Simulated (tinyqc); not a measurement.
Line constants from open and short measurements.

Inverse problem. A uniform line of length len, under a quarter wavelength, has Z_open = Zc coth(gamma len) and Z_short = Zc tanh(gamma len); gamma Zc = r + i w l and gamma/Zc = g + i w c, w = 2 pi f. Find r, l and c.

Values chosen for this exercise: length len = 22 mm; frequency f = 0.86 GHz.

Zin with the far end open = 0.887243-42.686113i ohm
Zin with the far end shorted = 3.571939+28.623614i ohm

Solution. The product of the two impedances is Zc^2 and their ratio tanh^2(gamma len); the principal branch holds below a quarter wavelength.

r = 0.1133 ohm/mm
l = 0.2022 nH/mm
c = 165.1 pF/m

Program tinyqc, `OMP_NUM_THREADS=1 python tinyqc.py 2810142 2810143 out.jsonl`; Intel Xeon 2.30GHz, shared host, one thread, about 0.01 s.
